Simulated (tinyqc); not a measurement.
Inputs raised by 2 %, one at a time: Bloch-Grueneisen resistivity of a metal. Computed by tinyqc, a small Python program. Command: `OMP_NUM_THREADS=1 python tinyqc.py 3002870 3002871 out.jsonl bg sens`. One thread of a shared host (Intel(R) Xeon(R) Processor @ 2.30GHz), about 0.01 s of CPU time with the checks.

Electrons scatter from a Debye spectrum of phonons (n = 5 for scattering within one band, n = 3 for scattering into a second, heavy band) and from static defects.

Inputs (values chosen for the exercise, modelled on molybdenum):
```
quantity                      value         unit
exponent n                        5            -
Debye temperature Theta         388            K
transport coupling lambda_tr   0.37            -
Drude plasma energy hbar w_p    8.7           eV
residual resistivity rho_0     0.27  microohm cm
temperature T                   120            K
saturation resistivity           72  microohm cm
```

Addition: saturation.

Constants: k_B = 1.380649e-23 J/K; hbar = 1.054571817e-34 J s; eps_0 = 8.8541878128e-12 F/m; hbar = 6.582119569e-16 eV s; k_B = 8.617333262e-05 eV/K.

Method:
- rho_ph = (n - 1) rho_1 (T/Theta)^n J_n(Theta/T), with rho_1 = 2 pi lambda_tr k_B Theta/(hbar eps_0 w_p^2), the high-temperature line at T = Theta.
- J_n(y) = int_0^y x^n e^x/(e^x - 1)^2 dx, by 96 Gauss-Legendre points (upper limit at most 60).
- Parallel-resistor saturation: 1/rho = 1/(rho_0 + rho_ph) + 1/rho_sat.
- Temperature coefficient (1/rho) d rho/dT by a central difference of +/- 0.5 K; residual ratio rho(295 K)/rho(4.2 K); scattering time tau = 1/(eps_0 w_p^2 rho); Wiedemann-Franz kappa = L_0 T/rho, L_0 = (pi^2/3)(k_B/e)^2.

Runs; columns: (1) input moved; (2) from; (3) to; (4) resistivity rho (microohm cm); (5) temperature coefficient (1e-3/K); (6) phonon resistivity rho_ph (microohm cm); (7) Wiedemann-Franz conductivity (W/(m K)):
```
(1)                                        (2)     (3)     (4)     (5)     (6)     (7)
base run                                     -       -  1.6236  13.418  1.3910  180.56
Debye temperature Theta (K)                388  395.76  1.5979  13.601  1.3642  183.46
transport coupling lambda_tr              0.37  0.3774  1.6502  13.456  1.4189  177.66
Drude plasma energy hbar w_p (eV)          8.7   8.874  1.5719  13.341  1.3370  186.50
residual resistivity rho_0 (microohm cm)  0.27  0.2754  1.6287  13.374  1.3910  179.99
temperature T (K)                          120   122.4  1.6759  13.015  1.4458  178.43
saturation resistivity (microohm cm)        72   73.44  1.6243  13.424  1.3910  180.48
```

Exponents ln(y'/y) / ln(x'/x):
```
input                         resistivity rho  temperature coefficient  phonon resistivity rho_ph  Wiedemann-Franz conductivity
Debye temperature Theta                -0.804                    0.681                     -0.983                         0.804
transport coupling lambda_tr            0.820                    0.142                      1.000                        -0.820
Drude plasma energy hbar w_p           -1.632                   -0.293                     -2.000                         1.632
residual resistivity rho_0              0.160                   -0.168                      0.000                        -0.160
temperature T                           1.602                   -1.541                      1.951                        -0.602
saturation resistivity                  0.022                    0.022                      0.000                        -0.022
```

Among the inputs moved here: resistivity rho answers most in size to Drude plasma energy hbar w_p (exponent -1.632), and about equally to temperature T (+1.602). Temperature coefficient answers most in size to temperature T (exponent -1.541), next to Debye temperature Theta (+0.681). Phonon resistivity rho_ph answers most in size to Drude plasma energy hbar w_p (exponent -2.000), next to temperature T (+1.951); its exponent is below 0.0005 for residual resistivity rho_0, saturation resistivity. Its exponent +1.000 in transport coupling lambda_tr: the rate is proportional to the coupling. Its exponent -2.000 in Drude plasma energy hbar w_p: rho = 1/(eps_0 w_p^2 tau). Wiedemann-Franz conductivity answers most in size to Drude plasma energy hbar w_p (exponent +1.632), next to transport coupling lambda_tr (-0.820).

Caution (all rows): below about Theta/2 small-angle phonon scattering degrades heat flow more than charge flow, so a thermal conductivity taken from rho by the Wiedemann-Franz law would be too high.
